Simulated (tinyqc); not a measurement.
Inside a calculation. Model: Koster-Slater impurity in a tight-binding band, by Green functions and by supercells. Computed by tinyqc, a small Python program that keeps every step. Command: `OMP_NUM_THREADS=1 python tinyqc.py 3001291 3001292 out.jsonl kosterslater walk`. One thread of a shared host (Intel(R) Xeon(R) Processor @ 2.30GHz), about 0.07 s of CPU time with the checks. Intermediate numbers are printed to about 5 digits and carried at full precision; extremes and crossings named in words are read from the listed rows.

One orbital per site, e(k) = -2 t sum cos(k_i) over 3 direction(s), band from -6 t to 6 t, lattice constant 1. One site has the extra energy U. Spin is left out.

Inputs (values chosen for the exercise, for a model band):
```
quantity                  value      unit
hopping t                  0.93        eV
impurity potential U      -6.68        eV
supercell edge N              4     sites
energy inside the band E  -3.56        eV
broadening eta            0.093        eV
impurity concentration c  0.005  per site
```

Lattice: simple cubic.

Constants: hbar = 6.582119569e-16 eV s.

## The host Green function outside the band

Outside the band G0(E) = (1/pi) int_0^pi dk (2/(pi z)) K(16 t^2/z^2), z = E + 2 t cos k, K the complete elliptic integral with parameter m; 200 Gauss-Legendre points. A bound state solves 1/U = G0(E). Energies: 0.05, 0.2, 0.5, 1, 2, 4 and 8 t beyond the band edge on the side of U, rounded to four digits.

Scan on the side of U:
```
E (eV)   G0 (1/eV)  1/U - G0 (1/eV)
-5.627    -0.25198          0.10228
-5.766    -0.23184          0.08214
-6.045    -0.20847          0.05876
-6.510    -0.18336          0.03366
-7.440    -0.15154          0.00184
-9.300    -0.11521         -0.03449
-13.020   -0.07936         -0.07034
```

G0 stays finite at the band edge, 0.252731/t in size, so binding needs |U| > 3.957 t.

## The bound state

Bisection in ln(distance from the edge) between 1e-5 t and |U| + t. Weight on the impurity site: -1/(U^2 dG0/dE), by a central difference with step min(1e-4 t, distance/30). Decay length along an axis: 1/arccosh(1 + distance/(2 t)).

level E_b = -7.5093 eV

distance from the band edge = 1.9293 eV

weight on the impurity site = 0.85764

decay length = 0.74726 sites

The state is compact: most of it sits on the impurity.

## Green function inside the band

Inside the band G0(z), z = E + i eta, comes from the chain form 1/(sqrt(y - 2t) sqrt(y + 2t)) (principal roots) at y = z + 2 t cos k + 2 t cos k', averaged over k and k' in (0, pi) with 200 Gauss-Legendre points each.

G0(E + i eta) = -0.29784-0.17770i 1/eV

## Scattering

T = U/(1 - U G0); phase shift delta = -arg(1 - U G0) in (-pi, pi]; host density of states -Im G0/pi; on the impurity -Im[G0/(1 - U G0)]/pi; lifetime of a band state hbar/(-2 c Im T).

T matrix = 2.7679-3.3202i eV

phase shift delta = 2.2657 rad

host density of states = 0.056562 1/eV

density of states on the impurity = 0.023684 1/eV

scattering lifetime = 19.825 fs

The Born approximation would take Im T = U^2 Im G0 = -7.93 eV, 2.39 times the full value.

## The level in the supercell

In a periodic cell of N sites along each direction with Bloch vector K, the level solves 1/U = N^-d sum_k 1/(E - e(k)), k_i = (2 pi m_i + K_i)/N, m_i = 0..N-1; the outermost root on the side of U is taken (bisection). d is the number of directions. Gamma means K_i = 0, the zone corner K_i = pi, the quarter point K_i = pi/2. The error is measured against the isolated level E_b.

level at Gamma = -7.5390 eV

level at the corner = -7.4828 eV

level at the quarter point = -7.5093 eV

error at Gamma = -0.029633 eV

width between Gamma and the corner = 0.056119 eV

Images turn the level into a band 0.0561 eV wide; the quarter point misses the isolated level by 5.9e-5 eV, far less than Gamma, because the leading hopping between images averages out there.

## Convergence with cell size

Even N; errors against the isolated level E_b, set to 0 below 1e-6 t.

Error of the level (eV):
```
N   sites        Gamma      corner  quarter point
2       8  -8.0396e-01  8.2934e-01     2.6486e-02
4      64  -2.9633e-02  2.6486e-02     5.9229e-05
6     216  -1.2314e-03  1.1757e-03              0
8     512  -6.0106e-05  5.9229e-05              0
10   1000  -3.2207e-06  3.2066e-06              0
12   1728            0           0              0
```

The error at Gamma falls exponentially, between the last two resolved rows by exp(-1.463) per site against 1/(decay length) = 1.338; the rest is the power-law prefactor of the Green function. Gamma and the corner err in opposite directions. Among the sizes listed an error below 1 meV is first reached at N = 8 at Gamma; at the quarter point N = 4 is enough.

## Phase shift across the band

delta/pi = -arg(1 - U G0)/pi counts the states added below E (Friedel); host DOS = -Im G0/pi, DOS on the impurity = -Im[G0/(1 - U G0)]/pi; 13 evenly spaced energies from -(band edge + |U| + 2t) to +(band edge + |U| + 2t).

Across the spectrum:
```
E (eV)   Re G0 (1/eV)  host DOS (1/eV)  DOS on the impurity (1/eV)  delta/pi
-14.120      -0.07279          0.00016                     0.00061   0.00210
-11.767      -0.08851          0.00024                     0.00145   0.00396
-9.413       -0.11359          0.00041                     0.00709   0.01143
-7.060       -0.16263          0.00095                     0.12091   0.92780
-4.707       -0.27850          0.03045                     0.02651   0.79667
-2.353       -0.31657          0.09908                     0.01780   0.65664
0.000         0.00000          0.15026                     0.01373   0.40225
2.353         0.31657          0.09908                     0.00706   0.18737
4.707         0.27850          0.03045                     0.00354   0.06996
7.060         0.16263          0.00095                     0.00022   0.00304
9.413         0.11359          0.00041                     0.00013   0.00157
11.767        0.08851          0.00024                     0.00010   0.00102
14.120        0.07279          0.00016                     0.00007   0.00073
```

delta/pi starts and ends near zero (+0.002 and +0.001): the impurity moves states but creates none. delta/pi rises at the bound state below the band (-7.509 eV), reaches 0.93 among these rows (1 in the limit of small eta, just above the level) and is paid back by the top of the band.

Checks made by the program: G0 at the level by a direct sum over directions (relative difference below 1e-10).
